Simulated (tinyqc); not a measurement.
# Depth and level of a trap from the time ratio

Inverse problem. For an oxide trap tc/te = exp(E/Vt) with E = E0 - dpsi - (xt/tox)(Vg - VT - dpsi), dpsi being the rise of the surface potential above its value at threshold. Find xt and E0, and the depth that would be read if dpsi were ignored.

Values chosen for this exercise: temperature T = 300 K; insulator thickness tox = 1.5 nm.

Constants: q = 1.602176634e-19 C, kB = 1.380649e-23 J/K, Vt = kB T/q. Results are converted to the units shown.

Vg - VT (V): [0.42, 0.57]
tc/te: [1.4117310, 0.56097649]
dpsi (V): [0.074200523, 0.082997494]

Solution. E + dpsi is a straight line in the oxide voltage Vg - VT - dpsi with slope -xt/tox and intercept E0. Ignoring dpsi assigns the motion of the bands to the trap and overstates its depth.

xt = 0.160 nm
E0 = 0.120 eV
depth read without dpsi = 0.239 nm

Numbers from tinyqc (`OMP_NUM_THREADS=1 python tinyqc.py 2710139 2710140 out.jsonl`; about 0.01 s on one thread of a shared Intel Xeon 2.30GHz).
